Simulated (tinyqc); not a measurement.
# Via and link resistance from two via chains

Problem. A chain of 2000 vias joined by 2000 metal links has R = 2000 (Rv + Rlink), with Rlink proportional to the link length. Find Rv, Rlink for length L, and the value of Rv that the short chain would give if the links were ignored.

resistance of chains of 2000 links with link lengths L and 3 L (ohm): [18000, 35200]

Answer. R per link is a straight line in the link length; its intercept at zero length is Rv.

Rv = 4.70 ohm
Rlink = 4.30 ohm
Rv without correction = 9.00 ohm

Program tinyqc, `OMP_NUM_THREADS=1 python tinyqc.py 2750168 2750169 out.jsonl`; Intel Xeon 2.30GHz, shared host, one thread, about 0.01 s.
